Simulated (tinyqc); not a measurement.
Inputs raised by 5 %, one at a time: space-charge-limited current through a thin insulating or semi-insulating film with traps. Computed by tinyqc, a small Python program. Command: `OMP_NUM_THREADS=1 python tinyqc.py 3004713 3004714 out.jsonl sclc sens`. One thread of a shared host (Intel(R) Xeon(R) Processor @ 2.30GHz), about 0.01 s of CPU time with the checks.

One ohmic injecting contact at x = 0 (field zero), drift only, non-degenerate free carriers.

Inputs (values chosen for the exercise, modelled on semi-insulating GaAs):

| quantity | value | unit |
|---|---|---|
| permittivity eps | 12.9 | - |
| band mobility mu | 4400 | cm^2/(V s) |
| effective density of states N_c | 5.2e+17 | 1/cm^3 |
| trap density N_t | 6.9e+15 | 1/cm^3 |
| equilibrium Fermi level below the band edge, E_0 | 0.85 | eV |
| thickness d | 1500 | nm |
| free density at the anode, in units of N_c | 6.3e-08 | - |
| temperature T | 300 | K |
| characteristic temperature T_c | 700 | K |

Traps: exponential tail.

Constants: k_B = 8.617333262e-05 eV/K; e = 1.602176634e-19 C; eps_0 = 8.8541878128e-12 F/m.

Method:
- Free density n_0 = N_c exp(-E_0/k_B T) in equilibrium; trapped density n_t(n) = N_t (n/N_c)^(T/T_c) (the low-temperature form).
- theta = n/(n + n_t) at the anode density; trap-filled-limit voltage V_TFL = e (N_t - n_t(n_0)) d^2/(2 eps eps_0).
- J = e mu n F and (eps eps_0/e) dF/dx = n - n_0 + n_t(n) - n_t(n_0) = rho(n). With F = J/(e mu n): d = (eps eps_0 J/(e^2 mu)) I_1 and V = (eps eps_0 J^2/(e^3 mu^2)) I_2, I_k = int_(n_L)^infinity dn/(n^(k+1) rho(n)), n_L the density at the anode; with u = n_L/n, 200 Gauss-Legendre points in t, u = 1 - (1 - t)^2.
- Anode field J/(e mu n_L); Mott-Gurney current (9/8) eps eps_0 mu V^2/d^3; ohmic current e n_0 mu V/d.

Runs:

| input moved | from | to | current density J (A/cm^2) | voltage V (V) | theta | V_TFL (V) |
|---|---|---|---|---|---|---|
| base run | - | - | 0.0039643 | 0.015178 | 0.0057542 | 10.889 |
| permittivity eps | 12.9 | 13.545 | 0.0037755 | 0.014455 | 0.0057542 | 10.370 |
| band mobility mu (cm^2/(V s)) | 4400 | 4620 | 0.0041625 | 0.015178 | 0.0057542 | 10.889 |
| trap density N_t (1/cm^3) | 6.9e+15 | 7.245e+15 | 0.0041606 | 0.015928 | 0.0054817 | 11.433 |
| thickness d (nm) | 1500 | 1575 | 0.0041625 | 0.016733 | 0.0057542 | 12.005 |
| characteristic temperature T_c (K) | 700 | 735 | 0.0054659 | 0.020795 | 0.0041091 | 10.889 |
| temperature T (K) | 300 | 315 | 0.0028298 | 0.010907 | 0.0081888 | 10.889 |
| free density at the anode, in units of N_c | 6.3e-08 | 6.615e-08 | 0.0042516 | 0.015503 | 0.0059159 | 10.889 |

Exponents ln(y'/y) / ln(x'/x):

| input | current density J | voltage V | theta | V_TFL |
|---|---|---|---|---|
| permittivity eps | -1.000 | -1.000 | 0.000 | -1 |
| band mobility mu | 1.000 | 0.000 | 0.000 | 0 |
| trap density N_t | 0.991 | 0.989 | -0.994 | 1 |
| thickness d | 1.000 | 2.000 | 0.000 | 2 |
| characteristic temperature T_c | 6.583 | 6.454 | -6.901 | 0 |
| temperature T | -6.909 | -6.772 | 7.232 | 0 |
| free density at the anode, in units of N_c | 1.434 | 0.435 | 0.568 | 0 |

Which inputs matter most for each result?

Among the inputs moved here: current density J answers most in size to temperature T (exponent -6.909), next to characteristic temperature T_c (+6.583). Its exponent +1.000 in band mobility mu: the mobility only scales the current. Its exponent +1.000 in thickness d: at a fixed anode density J scales as d. Voltage V answers most in size to temperature T (exponent -6.772), next to characteristic temperature T_c (+6.454); its exponent is below 0.0005 for band mobility mu. Its exponent +2.000 in thickness d: at a fixed anode density V scales as d^2. Theta answers most in size to temperature T (exponent +7.232), next to characteristic temperature T_c (-6.901); its exponent is below 0.0005 for permittivity eps, band mobility mu, thickness d. V_TFL answers most in size to thickness d (exponent +2.000), next to permittivity eps (-1.000); its exponent is below 0.0005 for band mobility mu, characteristic temperature T_c, temperature T, free density at the anode, in units of N_c. Its exponent +1.000 in trap density N_t: the charge of the filled traps.

Caution (all rows): V is below 10 k_B T/e, where diffusion from the contact, left out here, dominates.
